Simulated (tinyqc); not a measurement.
Free-carrier optics of a doped semiconductor (Drude model with one polar phonon), step by step. Values are carried at full precision from step to step, so a last printed digit may differ when a step is redone from the rounded ones.

eps(E) = ei [1 - Ep^2/(E^2 + i E Gam)] + (es - ei) wT^2/(wT^2 - E^2 - i E gT), with Ep^2 = 8 pi c (e^2/(4 pi eps0)) N/(m ei), c = hbar^2/2m0, N in 1/angstrom^3 (1e-24 per 1/cm^3); Gam = hbar/tau, tau = mu m m0/e with m0/e = 5.685630e-12 kg/C and mu in m^2/(V s). Energies in meV.

Constants: hbar^2/2m0 = 3.80998211 eV angstrom^2; e^2/(4 pi eps0) = 14.39964547 eV angstrom; hbar = 6.58211957e-16 eV s; hbar c = 1973.269805 eV angstrom.

Inputs chosen for the exercise (mass and dielectric values near those of SiC; N and mu are free inputs; interband absorption and the rise of the mass with filling are left out; the results hold for these values, not for the real material):
```
symbol  value    unit        meaning
N       7.9e+18  1/cm^3      carrier density
m       0.394    m0          conductivity mass
mu      230      cm^2/(V s)  mobility
ei      6.58                 high-frequency dielectric constant
wT      97.4     meV         TO phonon
es      9.67                 static dielectric constant
gT      0.7      meV         phonon damping
E       27.8     meV         photon energy
```

## Plasma energy and damping

Evaluate Ep, tau, Gam, the plasma wavelength hc/Ep (hc = 1239.841984 eV nm) and the dc resistivity 1/(e N mu), e = 1.602176634e-19 C.

Ep = 64.820 meV
tau = 51.52 fs
Gam = 12.775 meV
plasma wavelength = 19.13 micrometre
rho = 0.00344 ohm cm

Ep/Gam = 5.07: the plasma edge is sharp.

## Dielectric function at one energy

Insert the numbers.

free-carrier term = -29.5359+13.5728i
eps = -19.5918+13.5803i

## Optical constants

n + i k = sqrt(eps1 + i eps2) with k >= 0; R = ((n - 1)^2 + k^2)/((n + 1)^2 + k^2) at normal incidence from vacuum; alpha = 2 E k/(hbar c), times 1e8 for 1/cm; loss function Im(-1/eps) = eps2/(eps1^2 + eps2^2).

Convert eps at the photon energy E (in meV) into the optical constants.

n = 1.4571
k = 4.6599
R = 0.7900
alpha = 1.31e+04 1/cm

Light of this energy penetrates 1/alpha = 0.762 micrometre.

## Coupled plasmon-phonon modes

Without damping eps = 0 gives E^4 - (wL^2 + Ep^2) E^2 + Ep^2 wT^2 = 0 with wL = wT sqrt(es/ei) (Lyddane-Sachs-Teller).

wL = 118.08 meV

L-, L+ (meV): 50.57  124.84

L+ lies 6.77 meV above the larger of wL and Ep; L- lies below wT by 46.83 meV.

## Checks

- Integral of E eps2 of the free-carrier term against (pi/2) ei Ep^2 (meV^2): both 43428.

Run: tinyqc, `OMP_NUM_THREADS=1 python tinyqc.py 1651545 1651546 out.jsonl`; Intel(R) Xeon(R) Processor @ 2.30GHz, one thread, shared host; about 0.01 s of CPU time with all checks.
